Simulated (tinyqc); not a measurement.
Counting rate against photon rate.

True rate n = nph PDP (dark counts neglected); measured n/(1 + n td) for a non-paralysable detector, n exp(-n td) for a paralysable one.

Inputs (values chosen for the exercise): dead time td = 20 ns.

PDP = 0.32

Results:
```
nph (1/s),n td,non-paralysable (1/s),paralysable (1/s)
1.6e6,0.01024,5.068e5,5.068e5
3.6e6,0.02304,1.126e6,1.126e6
1.9e7,0.1216,5.421e6,5.384e6
4.4e7,0.2816,1.099e7,1.062e7
1e8,0.6400,1.951e7,1.687e7
2.4e8,1.536,3.028e7,1.653e7
5.4e8,3.456,3.878e7,5.453e6
1.2e9,7.680,4.424e7,1.774e5
```

Estimate the missing row, nph = 8.3e6 1/s.

Computed row:
```
nph (1/s),n td,non-paralysable (1/s),paralysable (1/s)
8.3e6,0.05312,2.522e6,2.519e6
```

With this row back in the table: The non-paralysable rate climbs towards 1/td = 5.00e7 1/s and reaches 0.885 of it. The paralysable rate goes from 5.07e5 through a maximum of 1.69e7 (at nph = 1e8 1/s among the rows listed) to 1.77e5 1/s; its true maximum, 1/(e td) = 1.84e7 1/s, lies at n td = 1, so a measured rate below that has two possible causes.

Numbers from tinyqc (`OMP_NUM_THREADS=1 python tinyqc.py 2630066 2630067 out.jsonl`; about 0.01 s on one thread of a shared Intel Xeon 2.30GHz).
